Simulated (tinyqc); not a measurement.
# Index and thickness from Psi and Delta

Question. Air (index 1), film, substrate with N2 = n2 - i k2; time factor exp(+i w t). q_j = sqrt(N_j^2 - sin^2 th), root with positive real part. Fresnel coefficients r_s = (q_a - q_b)/(q_a + q_b), r_p = (N_b^2 q_a - N_a^2 q_b)/(N_b^2 q_a + N_a^2 q_b). tan(Psi) exp(i Delta) = R_p/R_s, Delta taken from 0 to 360 degrees. beta = 2 pi d q1/lam, X = exp(-2 i beta), R = (r01 + r12 X)/(1 + r01 r12 X) for p and s. The film is transparent, with 1.15 < n1 < 2.9 and d under half a period. Find n1, d and the period.

Parameters, values chosen for the exercise:
```
symbol  value     unit                                  meaning
lam       405       nm                               wavelength
th         70  degrees                       angle of incidence
n2       5.42                            index of the substrate
k2      0.329           extinction coefficient of the substrate
```

Psi = 35.176444 degrees
Delta = 89.271782 degrees

Answer. Two measured angles fix two unknowns; a search from many starts finds one solution in the range given. Thicker films with d plus a multiple of the period give the same angles.

n1 = 1.47
d = 48.0 nm
period = 180 nm

Computed by the program tinyqc: `OMP_NUM_THREADS=1 python tinyqc.py 2870139 2870140 out.jsonl`, one thread of a shared Intel Xeon 2.30GHz, about 0.4 s for the whole run.
